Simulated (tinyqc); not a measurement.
## Tunnelling through a gate dielectric with the two-band (Franz) dispersion, WKB transmission and Tsu-Esaki current: effect of the thickness t1 at fixed voltage

Electrons leave the emitter at x = 0. Energies E (motion across the layers) are in eV from the emitter Fermi level; the collector Fermi level lies at -V and offers states at every E. No charge in the dielectric and no image force: F1 = V/t1, U = phi1 - F1 x. With C = hbar^2/(2 m0), kappa = sqrt(m u (1 - u/Egx)/C), u = U - E where U > E and 0 elsewhere; T(E) = exp(-S), S = 2 times the integral of kappa over x.

Each layer adds (2/F) sqrt(m/C) [G(u at its left edge) - G(u at its right edge)] to S, with u = U - E (0 where negative) and G(u) = Egx^1.5 (th - sin(4 th)/4)/4, th = arcsin sqrt(u/Egx). J = J0 times the integral of T(E) N(E) dE, N = ln[(1 + exp(-E/Vt))/(1 + exp((-E - V)/Vt))], J0 = q^2 me m0 kB T/(2 pi^2 hbar^3) (times 1e-4 for A/cm^2 per eV), from E = -Ef to far above the barrier (T = 1 there), by quadrature converged to the digits shown.

Parameters, values chosen for the exercise; dielectric values close to those of silicon dioxide:
```
symbol,value,unit,meaning
T,300,K,temperature
Ef,0.38,eV,Fermi energy of the emitter above its band bottom
me,1,m0,emitter mass in the supply function
phi1,3.19,eV,barrier of layer 1 above the emitter Fermi level at zero bias
m1,0.5,m0,tunnelling mass of layer 1
Egx,7,eV,"gap parameter of the two-band dispersion, set freely"
V,1.1,V,voltage across the dielectric
```

Constants: q = 1.602176634e-19 C, kB = 1.380649e-23 J/K, hbar = 1.054571817e-34 J s, m0 = 9.1093837015e-31 kg, Vt = kB T/q, hbar^2/(2 m0) = 0.0380998212 eV nm^2. Results are converted to the units shown.

Results:

| t1 (nm) | S at E = 0 | T(E = 0) | J (A/cm^2) | mean E of the current (eV) |
|---|---|---|---|---|
| 1.4 | 12.95 | 2.386e-6 | 2315 | -0.2429 |
| 1.73 | 16.00 | 1.128e-7 | 104.5 | -0.2413 |
| 2.06 | 19.05 | 5.334e-9 | 4.716 | -0.2396 |
| 2.71 | 25.06 | 1.308e-11 | 0.01056 | -0.2363 |
| 3.04 | 28.11 | 6.185e-13 | 4.773e-4 | -0.2346 |
| 3.37 | 31.16 | 2.925e-14 | 2.157e-5 | -0.2329 |
| 3.7 | 34.21 | 1.383e-15 | 9.752e-7 | -0.2312 |

Estimate the missing row, t1 = 2.39 nm.

Computed row:

| t1 (nm) | S at E = 0 | T(E = 0) | J (A/cm^2) | mean E of the current (eV) |
|---|---|---|---|---|
| 2.39 | 22.10 | 2.522e-10 | 0.2129 | -0.2380 |

With this row back in the table: J falls from 2310 to 9.75e-7 A/cm^2: 4.08 decades a nanometre between the first two rows and 4.08 between the last two. The exponent S alone gives dS/dt/ln 10 = 4.02 and 4.02.

Program tinyqc, `OMP_NUM_THREADS=1 python tinyqc.py 2540071 2540072 out.jsonl`; Intel Xeon 2.30GHz, shared host, one thread, about 0.01 s.
